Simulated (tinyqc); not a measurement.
Inside a calculation (part 3 of 3). Method: UHF in the sto-6g basis, for BeH2, spin multiplicity 1. Computed by tinyqc, a small Python program that keeps every step (integrals from PySCF). Command: `OMP_NUM_THREADS=1 python tinyqc.py 21471 21472 out.jsonl` (the two numbers bound the seeds that draw the settings). One thread of a shared host (Intel(R) Xeon(R) Processor @ 2.60GHz), about 0.2 s of CPU time with the checks.

Geometry (angstrom):

| atom | x | y | z |
|---|---|---|---|
| Be | 0.000000 | 0.000000 | 0.000000 |
| H | 0.000000 | 1.407000 | 0.033000 |
| H | 0.000000 | -1.507000 | 0.035000 |

## Convergence

Stop when the energy changes by less than 1e-09 hartree and every element of the error matrix X^T (F D S - S D F) X (for each spin) is below 9e-06.

Course of the cycle:

| iteration | E (hartree) | change | largest element of the error matrix |
|---|---|---|---|
| 1 | -15.59516224 | - | 8.36e-02 |
| 2 | -15.67810466 | -8.29e-02 | 4.13e-02 |
| 3 | -15.69670555 | -1.86e-02 | 2.19e-02 |
| 4 | -15.70373993 | -7.03e-03 | 3.62e-03 |
| 5 | -15.70395822 | -2.18e-04 | 3.97e-04 |
| 6 | -15.70395916 | -9.31e-07 | 1.57e-04 |
| 7 | -15.70395953 | -3.75e-07 | 9.96e-05 |
| 8 | -15.70395966 | -1.23e-07 | 4.09e-05 |
| 9 | -15.70395967 | -1.45e-08 | 1.79e-05 |
| 10 | -15.70395967 | -5.29e-09 | 2.14e-06 |
| 11 | -15.70395967 | -6.90e-11 | 1.41e-06 |

PySCF UHF in the same basis, after a stability check = -15.70395967 hartree

Converged in 11 iterations.

## Populations, bond orders and dipole

D(alpha) after iteration 11:
```
            1Be 1s     1Be 2s   1Be 2px    1Be 2py    1Be 2pz      2H 1s      3H 1s
1Be 1s    1.032129  -0.098285  0.000000  -0.000963  -0.001154  -0.085396  -0.083295
1Be 2s   -0.098285   0.334273  0.000000  -0.005041   0.003120   0.225287   0.233019
1Be 2px   0.000000   0.000000  0.000000   0.000000   0.000000   0.000000   0.000000
1Be 2py  -0.000963  -0.005041  0.000000   0.247334   0.000073   0.206217  -0.211529
1Be 2pz  -0.001154   0.003120  0.000000   0.000073   0.000029   0.002208   0.002078
2H 1s    -0.085396   0.225287  0.000000   0.206217   0.002208   0.329828  -0.019013
3H 1s    -0.083295   0.233019  0.000000  -0.211529   0.002078  -0.019013   0.337718
```

D(beta) after iteration 11:
```
            1Be 1s     1Be 2s   1Be 2px    1Be 2py    1Be 2pz      2H 1s      3H 1s
1Be 1s    1.032129  -0.098284  0.000000  -0.000961  -0.001154  -0.085396  -0.083295
1Be 2s   -0.098284   0.334270  0.000000  -0.005050   0.003120   0.225285   0.233021
1Be 2px   0.000000   0.000000  0.000000   0.000000   0.000000   0.000000   0.000000
1Be 2py  -0.000961  -0.005050  0.000000   0.247332   0.000072   0.206218  -0.211527
1Be 2pz  -0.001154   0.003120  0.000000   0.000072   0.000029   0.002208   0.002079
2H 1s    -0.085396   0.225285  0.000000   0.206218   0.002208   0.329840  -0.019013
3H 1s    -0.083295   0.233021  0.000000  -0.211527   0.002079  -0.019013   0.337711
```

overlap S:
```
           1Be 1s    1Be 2s   1Be 2px    1Be 2py   1Be 2pz     2H 1s      3H 1s
1Be 1s   1.000000  0.254764  0.000000   0.000000  0.000000  0.062092   0.049692
1Be 2s   0.254764  1.000000  0.000000   0.000000  0.000000  0.433825   0.395143
1Be 2px  0.000000  0.000000  1.000000   0.000000  0.000000  0.000000   0.000000
1Be 2py  0.000000  0.000000  0.000000   1.000000  0.000000  0.505326  -0.473884
1Be 2pz  0.000000  0.000000  0.000000   0.000000  1.000000  0.011852   0.011006
2H 1s    0.062092  0.433825  0.000000   0.505326  0.011852  1.000000   0.025313
3H 1s    0.049692  0.395143  0.000000  -0.473884  0.011006  0.025313   1.000000
```

Mulliken: Z minus the diagonal of D S on the atom; Loewdin: the same with S^(1/2) D S^(1/2); Mayer order: 2 sum_s sum (D(s) S)_ij (D(s) S)_ji over the two atoms.

Charges (e):

| atom | Mulliken | Loewdin | Mulliken spin |
|---|---|---|---|
| 1Be | 0.102902 | 0.083730 | 4.49e-06 |
| 2H | -0.052037 | -0.041473 | -0.000012 |
| 3H | -0.050866 | -0.042257 | 0.000007 |

Mayer bond orders:

| pair | order |
|---|---|
| 2-1 | 0.995272 |
| 3-1 | 0.995393 |
| 3-2 | 0.002020 |

dipole moment about the origin, x y z (debye): 0.000000  0.029912  -0.108611

<S^2> of the determinant (pure state: 0) = 1.21e-10
